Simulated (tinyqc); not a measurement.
Inside a calculation: five-level k.p model folded onto the conduction band. Values are carried at full precision from step to step, so a last printed digit may differ when a step is redone from the rounded ones.

Second-order sums for the lowest conduction level at E: 1/m = 1 + Cm + (Ep/3)(2/E + 1/(E + Dso)) - (Ep2/3)(2/(E7 + D2 - E) + 1/(E7 - E)); g/2 = 1 + Cg - (Ep/3)(1/E - 1/(E + Dso)) - (Ep2/3)(1/(E7 - E) - 1/(E7 + D2 - E)). E is counted from the top of the valence band; E = Eg at the edge.

Constants: hbar^2/2m0 = 3.80998211 eV angstrom^2.

Parameters, chosen for this exercise (near those of CdTe; not measured data): Eg = 1.596 eV (gap at Gamma to the s-like level); Dso = 0.916 eV (spin-orbit splitting); Ep = 18.7 eV (Kane energy); E7 = 5.19 eV (upper Gamma7 conduction level, from the valence top); D2 = 0.29 eV (its spin-orbit splitting, Gamma8 above Gamma7); Ep2 = 2.4 eV (Kane energy to the upper levels); Cm = -0.2 (remote term in 1/m); Cg = -0.02 (remote term in g/2); k = 0.053 1/angstrom (wave vector along z).

## Mass and g factor term by term

Evaluate at E = Eg.

Terms:
```
level           part of 1/m  part of g
free + remote        0.8000     1.9600
Gamma8 valence       7.8112    -7.8112
Gamma7 valence       2.4814     4.9628
Gamma8 upper        -0.4119     0.4119
Gamma7 upper        -0.2226    -0.4452
```

m = 0.0956 m0
g = -0.922

The valence levels give 10.29 to 1/m and the upper levels take 0.63 away. In g the two valence terms nearly cancel when Dso is small against Eg; here Dso/Eg = 0.57 and they leave -2.848, the upper pair -0.033.

## The matrix at one k

For k along z and one spin sector the level c couples to four states. With c0 = hbar^2/2m0, P = sqrt(Ep c0), P2 = sqrt(Ep2 c0): diagonal Eg + (1 + Cm) c0 k^2 for c, and 0, -Dso, E7 + D2, E7 for lh, so, G8 up, G7 up (their own dispersion is left out); couplings of c: sqrt(2/3) P k to lh, sqrt(1/3) P k to so, sqrt(2/3) P2 k to G8 up, sqrt(1/3) P2 k to G7 up (phases chosen real).

Fill in the matrix.

H (eV), lower triangle:
```
             c  lh        so    G8 up    G7 up
c      1.60456
lh     0.36527   0
so     0.25828   0  -0.91600
G8 up  0.13086   0         0  5.48000
G7 up  0.09253   0         0        0  5.19000
```

## Exact folding onto c

Solve E = H_cc + S(E), S(E) = sum_j H_cj^2/(E - H_jj), from E = H_cc, by plain substitution and by Newton steps on E - H_cc - S(E). The weight of c in the state is Z = 1/(1 - dS/dE). The exact level is the third eigenvalue of H from below.

Iterates (eV):
```
step  substitution   Newton
0          1.60456  1.60456
1          1.70737  1.70118
2          1.70114  1.70148
3          1.70150  1.70148
4          1.70148  1.70148
5          1.70148  1.70148
6          1.70148  1.70148
7          1.70148  1.70148
```

exact level = 1.70148 eV
Z = 0.9454

Substitution multiplies the error by about dS/dE = 1 - 1/Z = -0.058 a step, so it alternates; after 7 steps it is off by 2.2e-10 eV, while Newton is within 1e-5 eV from step 2 on.

## Loewdin series

Expanding E = H_cc + S(E) about Eg in powers of k^2, with s_n = sum_j H_cj^2/(Eg - H_jj)^n: order k^2: e2 = (1 + Cm) c0 k^2 + s1; order k^4: e4 = -s2 e2; order k^6: e6 = s3 e2^2 + s2^2 e2.

Give each order and the partial sums, counted from Eg.

s1 (eV), s2 (no unit), s3 (1/eV); (1 + Cm) c0 k^2 is H_cc - Eg: 0.10336  0.06475  0.03655

e2, e4, e6 (eV): 0.11192  -0.00725  0.00093

partial sums (eV): 0.11192  0.10468  0.10560

The exact value is 0.10548 eV; the errors of the partial sums are +6.45, -0.80 and +0.13 meV.

## Checks

- Curvature of the exact level at small k against the sum for 1/m: both 10.458.

Program tinyqc; command `OMP_NUM_THREADS=1 python tinyqc.py 1051101 1051102 out.jsonl`; about 0.01 s on one thread of a shared Intel(R) Xeon(R) Processor @ 2.30GHz.
